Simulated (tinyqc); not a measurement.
Resonant-tunnelling diode, transfer matrices and Tsu-Esaki current: resonance against bias.

Emitter (band edge 0), barrier d1, well Lw, barrier d2, spacer ds, collector (edge -V). The bias drops linearly over these layers and none in the contacts; each layer is cut into ns equal slices, flat at the value of their centres. E is the energy of motion across the layers, C = hbar^2/(2 m0), psi and psi'/m are continuous. Transport is coherent, T(E) is taken as independent of the transverse momentum, and charge in the well is ignored.

For the pair (psi, psi'/m) a flat layer has M = [[cos kd, (m/k) sin kd], [-(k/m) sin kd, cos kd]] with k = sqrt(m (E - U)/C) above its edge U, and M = [[cosh Kd, (m/K) sinh Kd], [(K/m) sinh Kd, cosh Kd]] with K = sqrt(m (U - E)/C) below it. Later slices stand to the left. With M acting on (psi, psi'/m) and v = k/m in each lead, T(E) = 4 vL vR/[(vL vR M12 - M21)^2 + (vR M11 + vL M22)^2]. J = J0 times the integral over E > 0 of T(E) N(E), N = ln[(1 + exp((Ef - E)/Vt))/(1 + exp((Ef - V - E)/Vt))], J0 = q^2 mw m0 kB T/(2 pi^2 hbar^3) (times 1e-4 for A/cm^2 per eV). The integral is converged to the digits shown. The resonance is the first maximum of T(E) for E > 0, G its full width at half maximum. For a sharp resonance J = J0 (pi G/2) Tp N(Er), with Er the peak energy, Tp the peak transmission and G the full width at half maximum (in eV).

Inputs (values chosen for the exercise); masses and offsets of a made-up heterostructure:

| symbol | value | unit | meaning |
|---|---|---|---|
| T | 200 | K | temperature |
| mw | 0.31 | m0 | mass in the well, spacer and contacts |
| U1 | 0.83 | eV | barrier height |
| m1 | 0.63 | m0 | barrier mass |
| d1 | 0.8 | nm | emitter barrier |
| Lw | 1 | nm | well width |
| d2 | 0.8 | nm | collector barrier |
| ns | 2 |  | slices in each layer |
| ds | 2.9 | nm | undoped spacer after the collector barrier |
| Ef | 0.19 | eV | Fermi energy of both contacts above their band edges |

Constants: q = 1.602176634e-19 C, kB = 1.380649e-23 J/K, hbar = 1.054571817e-34 J s, m0 = 9.1093837015e-31 kg, Vt = kB T/q, hbar^2/(2 m0) = 0.0380998212 eV nm^2. Results are converted to the units shown.

Resonance against bias:

| V (V) | Er (eV) | Tp | G (meV) | J (kA/cm^2) | one-resonance J (kA/cm^2) |
|---|---|---|---|---|---|
| 0.122 | 0.2595 | 0.9856 | 6.530 | 23.14 | 15.31 |
| 0.275 | 0.2233 | 0.9354 | 6.789 | 137.0 | 116.9 |
| 0.427 | 0.1871 | 0.8823 | 6.701 | 636.7 | 627.5 |
| 0.58 | 0.1503 | 0.8322 | 6.342 | 1665 | 1719 |
| 0.732 | 0.1134 | 0.7645 | 6.009 | 2686 | 2781 |
| 0.885 | 0.07592 | 0.6555 | 5.840 | 3337 | 3442 |
| 1.037 | 0.03846 | 0.4837 | 5.833 | 3272 | 3369 |

What does the table show?

Er falls from 0.260 to 0.0385 eV, by 0.242 eV a volt, against the share 0.236 of the bias at the centre of the well. Tp falls from 0.986 to 0.484: the bias makes equal barriers unequal. The one-resonance current is 34 % below the full integral in the first row and 3.0 % above it in the last. In 5 of the 7 rows the bias alone exceeds 0.4 V, so electrons enter the collector far above its band edge, where real bands are no longer parabolic.

Computed by the program tinyqc: `OMP_NUM_THREADS=1 python tinyqc.py 2600034 2600035 out.jsonl`, one thread of a shared Intel Xeon 2.30GHz, about 0.1 s for the whole run.
